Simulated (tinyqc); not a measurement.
p-n diode, drift-diffusion by the Gummel loop with Scharfetter-Gummel fluxes: one step of the calculation.

Abrupt junction at x = 0, p side from -Lp, n side to Ln, ohmic contacts. psi is counted from the intrinsic level; n = ni exp((psi - phin)/Vt), p = ni exp((phip - psi)/Vt). Contacts: p side psi = V - Vt ln(Na/ni), p = Na, n = ni^2/Na; n side psi = Vt ln(Nd/ni), n = Nd, p = ni^2/Nd. Constant mobilities, D = mu Vt, Boltzmann statistics, SRH recombination through a mid-gap level, U = (n p - ni^2)/(tp (n + ni) + tn (p + ni)). Current is positive from the p contact to the n contact.

Problem. Poisson equation. With phin and phip held, solve a_i (psi_(i+1) - psi_i) - a_(i-1) (psi_i - psi_(i-1)) + q w_i (p_i - n_i + C_i) = 0 for the inner nodes by Newton steps to convergence; a_i = eps0 eps_r/h_i, h_i = x_(i+1) - x_i, w_i = (h_(i-1) + h_i)/2, C = -Na or +Nd.

Inputs (values chosen for the exercise); band and dielectric values those of a made-up semiconductor: temperature T = 300 K; relative permittivity eps_r = 15.8; acceptor density of the p side Na = 1.1e16 cm^-3; donor density of the n side Nd = 3.2e16 cm^-3; bias of the p contact V = 0.76 V.

Constants: q = 1.602176634e-19 C, kB = 1.380649e-23 J/K, Vt = kB T/q, eps0 = 8.8541878128e-14 F/cm where lengths are in cm. Results are converted to the units shown.

| node | x (nm) | phin at the start (V) | phip at the start (V) |
|---|---|---|---|
| 0 | -4700 | 0.76 | 0.76 |
| 1 | -2230 | 0 | 0.76 |
| 2 | -1030 | 0 | 0.76 |
| 3 | -450 | 0 | 0.76 |
| 4 | -169 | 0 | 0.76 |
| 5 | -33 | 0 | 0.76 |
| 6 | 33 | 0 | 0.76 |
| 7 | 109 | 0 | 0.76 |
| 8 | 195 | 0 | 0.76 |
| 9 | 295 | 0 | 0.76 |
| 10 | 409 | 0 | 0.76 |
| 11 | 540 | 0 | 0.76 |
| 12 | 690 | 0 | 0 |

ni = 4.1519252e5 cm^-3

Wanted: psi; n after Poisson; p after Poisson.

Solution.

| node | psi (V) | n after Poisson (cm^-3) | p after Poisson (cm^-3) |
|---|---|---|---|
| 0 | 0.1395 | 1.567e-5 | 1.100e16 |
| 1 | 0.1395 | 9.174e7 | 1.100e16 |
| 2 | 0.1395 | 9.174e7 | 1.100e16 |
| 3 | 0.1400 | 9.321e7 | 1.083e16 |
| 4 | 0.1642 | 2.380e8 | 4.240e15 |
| 5 | 0.3955 | 1.827e12 | 5.525e11 |
| 6 | 0.5917 | 3.614e15 | 2.792e8 |
| 7 | 0.6422 | 2.551e16 | 3.955e7 |
| 8 | 0.6476 | 3.145e16 | 3.209e7 |
| 9 | 0.6480 | 3.197e16 | 3.157e7 |
| 10 | 0.6481 | 3.200e16 | 3.154e7 |
| 11 | 0.6481 | 3.200e16 | 3.153e7 |
| 12 | 0.6481 | 3.200e16 | 5.387e-6 |

Numbers from tinyqc (`OMP_NUM_THREADS=1 python tinyqc.py 2240164 2240165 out.jsonl`; about 0.2 s on one thread of a shared Intel Xeon 2.30GHz).
